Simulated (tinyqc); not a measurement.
# Charge pumping in an n-channel transistor: two studies

The gate is pulsed from accumulation to inversion and back. Energies E are counted from the intrinsic level; Dit(E) = D0 [1 + b (2 E/Eg)^2]. During each edge the traps near the bands emit their carriers, and those between Eh and Ee recombine once a cycle.

Inputs (values chosen for the exercise); band and dielectric values close to those of germanium: temperature T = 200 K; band gap Eg = 0.665 eV; conduction-band density of states at 200 K Nc = 5.72e18 cm^-3; valence-band density of states at 200 K Nv = 3.33e18 cm^-3; gate area A = 92 um^2; trap density at midgap D0 = 5.3e10 cm^-2 eV^-1; rise of the trap density towards the band edges b = 7.5; cross-section for electrons sn = 2.7e-15 cm^2; cross-section for holes sp = 5.8e-16 cm^2; thermal velocity at 200 K, one nominal value for electrons and holes vth = 1.3e7 cm/s; Vth - Vfb dV = 0.95 V; pulse height Va = 1.6 V; frequency f = 21000 Hz; rise time tr = 2100 ns.

Constants: q = 1.602176634e-19 C, kB = 1.380649e-23 J/K, Vt = kB T/q. Results are converted to the units shown.

Each table varies one quantity; the others keep the values above.

## Scanning the upper gap with the fall time

ni = sqrt(Nc Nv) exp(-Eg/(2 Vt)), Eg in volts; emission times te = (dV/Va) tf and th = (dV/Va) tr; Ee = -Vt ln(vth sn ni te), Eh = +Vt ln(vth sp ni th). Nit = integral of Dit from Eh to Ee = D0 [Ee - Eh + 4 b (Ee^3 - Eh^3)/(3 Eg^2)], Qcp = q A Nit, Icp = f Qcp.

The same in every row: Eh (eV) = -0.1494.

Results:
```
tf (ns),Ee (eV),Nit (cm^-2),Icp (pA)
1.1,0.2531,4.477e10,138.6
4.5,0.2288,3.841e10,118.9
18,0.2050,3.310e10,102.5
72,0.1811,2.863e10,88.62
290,0.1570,2.488e10,77.03
1100,0.1341,2.191e10,67.83
18000,0.08590,1.723e10,53.34
```

Estimate the missing row, tf = 4600 ns.

Computed row:
```
tf (ns),Ee (eV),Nit (cm^-2),Icp (pA)
4600,0.1094,1.929e10,59.70
```

With this row back in the table: Ee falls from 0.253 to 0.0859 eV, by Vt ln 10 a decade, and Icp falls from 139 to 53.3 pA. The slope -dNit/d(ln tf)/Vt gives Dit = 2.62e11 cm^-2 eV^-1 near E = 0.241 eV and 8.75e10 near 0.0977 eV, against 2.62e11 and 8.73e10 from the profile.

## Triangular pulses against frequency

Same model as above.

For a symmetric triangular wave tr = tf = 1/(2 f).

Triangular pulses against frequency:
```
f (Hz),Ee (eV),Eh (eV),Nit (cm^-2),Icp (pA),Qcp (fC)
2200,0.04219,-0.06870,6.356e9,2.061,0.9369
5100,0.05669,-0.08319,8.322e9,6.256,1.227
12000,0.07143,-0.09794,1.054e10,18.64,1.554
26000,0.08476,-0.1113,1.277e10,48.94,1.882
59000,0.09888,-0.1254,1.541e10,134.0,2.271
1.3e5,0.1125,-0.1390,1.825e10,349.8,2.691
3e5,0.1269,-0.1534,2.163e10,956.7,3.189
6.9e5,0.1413,-0.1678,2.542e10,2585,3.746
1.6e6,0.1558,-0.1823,2.970e10,7005,4.378
3.5e6,0.1692,-0.1958,3.415e10,1.762e4,5.033
```

What does the table show?

Qcp rises from 0.937 to 5.03 fC, by 0.793 fC a decade between the first two rows and 1.93 between the last two (2 q A D0 Vt ln 10 = 0.620 fC): faster edges leave less time for emission and widen the window, so Icp grows faster than f, as f^(1.23).

Range of the model: The Fermi levels of inversion and accumulation are taken to lie beyond Ee and Eh, the flat tops to fill all traps, and no geometric current is added.

tinyqc, about 0.01 s, one thread, Intel Xeon 2.30GHz (shared host): `OMP_NUM_THREADS=1 python tinyqc.py 2030109 2030110 out.jsonl`
